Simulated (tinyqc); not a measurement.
# Trap density from two Hall measurements

Inverse problem. p-type body, charge-sheet picture, full ionisation (an idealisation for deep acceptors), Boltzmann statistics for free electrons. e = Ec - EF at the surface. psi = Eg - Vt ln(Nv/Na) - e; N_dep = sqrt(2 eps0 eps_r Na (psi - Vt)/q); n_f = sqrt(N_dep^2 + 2 eps0 eps_r Vt Nc exp(-e/Vt)/q) - N_dep; Vg = Vfb + psi + q (N_dep + n_t + n_f)/Cox, Cox = eps0 eox/tox. Find e and n_t at both points and the mean trap density between them.

Parameters, values chosen for the exercise; band and dielectric values close to those of 4H silicon carbide: temperature T = 300 K; band gap Eg = 3.28 eV; relative permittivity eps_r = 9.85; conduction-band density of states at T Nc = 1.71e19 cm^-3; valence-band density of states at T Nv = 2.47e19 cm^-3; relative permittivity of the insulator eox = 3.9; insulator thickness tox = 59 nm; acceptor density Na = 1.3e17 cm^-3; flat-band voltage without trapped charge Vfb = -2.16 V.

Constants: q = 1.602176634e-19 C, kB = 1.380649e-23 J/K, Vt = kB T/q, eps0 = 8.8541878128e-14 F/cm where lengths are in cm. Results are converted to the units shown.

Vg (V): [8.0453565, 10.177258]
free sheet density from the Hall effect (cm^-2): [1.1670140e10, 2.0819428e11]

Answer. Each n_f fixes e; what the gate voltage holds beyond psi, N_dep and n_f is trapped; the difference quotient is the density, smeared over a few Vt.

e (eV): [0.1190, 0.04300]
n_t (cm^-2): [5.508e11, 1.079e12]
mean trap density = 6.955e12 cm^-2 eV^-1

Computed by the program tinyqc: `OMP_NUM_THREADS=1 python tinyqc.py 2222019 2222020 out.jsonl`, one thread of a shared Intel Xeon 2.30GHz, about 0.02 s for the whole run.
